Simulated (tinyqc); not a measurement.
# Biaxially strained (001) channel, valley splitting in an inversion layer: effects of single changes

A thin layer grown on a relaxed buffer is stretched in the plane. The two valleys with their long axis along the growth direction (D2) sink against the four in-plane ones (D4); confinement in a triangular well splits them too. Only the lowest subband of each set is kept; one relaxation time, so the weakening of intervalley scattering is left out.

Parameters, values chosen for the exercise; values close to those of silicon on relaxed silicon-germanium:
- T = 350 K (temperature)
- x = 0.12 (germanium share of the relaxed buffer)
- b1 = 0.0418 (lattice mismatch per unit x)
- c11 = 170 GPa (elastic constant)
- c12 = 64 GPa (elastic constant)
- Xu = 9.08 eV (shear deformation potential)
- ml = 0.941 m0 (longitudinal mass)
- mt = 0.187 m0 (transverse mass)
- F = 0.34 MV/cm (confining field)
- Ns = 7.3e12 cm^-2 (inversion density)
- bv = 0.384 nm (Burgers vector)

Constants: q = 1.602176634e-19 C, kB = 1.380649e-23 J/K, hbar = 1.054571817e-34 J s, m0 = 9.1093837015e-31 kg, Vt = kB T/q, hbar^2/(2 m0) = 0.0380998212 eV nm^2. Results are converted to the units shown.

Each table varies one quantity; the others keep the values above.

## Effect of the inversion density

e_par = b1 x, e_perp = -2 (c12/c11) e_par, splitting D = Xu (e_par - e_perp), in-plane stress (c11 + c12 - 2 c12^2/c11) e_par. Levels E(m) = 2.33811 (hbar^2 q^2 F^2/(2 m))^(1/3): E2 = E(ml), E4 = E(mt) + D; N2 = 2 mt kB T/(pi hbar^2), N4 = 4 sqrt(mt ml) kB T/(pi hbar^2). EF solves Ns = N2 ln(1 + exp((EF - E2)/Vt)) + N4 ln(1 + exp((EF - E4)/Vt)); f2 is the share in D2, and 1/mc = f2/mt + (1 - f2)(1/mt + 1/ml)/2. The gain is mc(x = 0)/mc.

The same in every row: D (meV) = 79.84.

Effect of the inversion density:

| Ns (cm^-2) | f2 without strain | f2 | mc (m0) | gain |
|---|---|---|---|---|
| 2e11 | 0.6181 | 0.9577 | 0.1902 | 1.161 |
| 3.9e11 | 0.6155 | 0.9569 | 0.1903 | 1.162 |
| 7.5e11 | 0.6108 | 0.9554 | 0.1904 | 1.164 |
| 1.4e12 | 0.6023 | 0.9524 | 0.1906 | 1.167 |
| 2.8e12 | 0.5846 | 0.9453 | 0.1912 | 1.173 |
| 5.4e12 | 0.5538 | 0.9289 | 0.1925 | 1.183 |
| 1e13 | 0.5066 | 0.8888 | 0.1957 | 1.191 |
| 2e13 | 0.4312 | 0.7697 | 0.2060 | 1.176 |

As Ns goes from 2e11 to 2e13 cm^-2, f2 falls from 0.958 to 0.770 (without strain: it falls from 0.618 to 0.431) and the gain goes from 1.16 through a maximum of 1.19 (at Ns = 1e13 cm^-2 among the rows listed) to 1.18. For Ns = 5.4e12 to 2e13 cm^-2 the second D2 subband, left out here, lies within 2 Vt of EF or below it.

## Effect of the germanium share of the relaxed buffer

Same model as above.

Critical thickness (Matthews-Blakeslee, 60-degree dislocations): h = bv (1 - nu/4)[ln(h/bv) + 1]/(4 pi e_par (1 + nu)), nu = c12/(c11 + c12).

The same in every row: f2 without strain = 0.5332.

Effect of the germanium share of the relaxed buffer:

| x | D (meV) | f2 | mc (m0) | gain | critical thickness (nm) |
|---|---|---|---|---|---|
| 0.03 | 19.96 | 0.6593 | 0.2166 | 1.062 | 120.3 |
| 0.09 | 59.88 | 0.8544 | 0.1986 | 1.158 | 32.27 |
| 0.15 | 99.80 | 0.9518 | 0.1907 | 1.206 | 17.10 |
| 0.21 | 139.7 | 0.9862 | 0.1880 | 1.223 | 11.12 |
| 0.27 | 179.6 | 0.9962 | 0.1873 | 1.228 | 7.994 |
| 0.33 | 219.6 | 0.9990 | 0.1871 | 1.230 | 6.103 |
| 0.39 | 259.5 | 0.9997 | 0.1870 | 1.230 | 4.848 |
| 0.45 | 299.4 | 0.9999 | 0.1870 | 1.230 | 3.962 |

As x goes from 0.03 to 0.45, f2 rises from 0.659 to 1.00 (without strain: it stays at 0.533) and the gain rises from 1.06 to 1.23. The gain cannot pass 1.230, reached when D4 is empty, while the critical thickness falls from 120 to 3.96 nm. In every row the second D2 subband, left out here, lies within 2 Vt of EF or below it.

Program tinyqc, `OMP_NUM_THREADS=1 python tinyqc.py 2530062 2530063 out.jsonl`; Intel Xeon 2.30GHz, shared host, one thread, about 0.02 s.
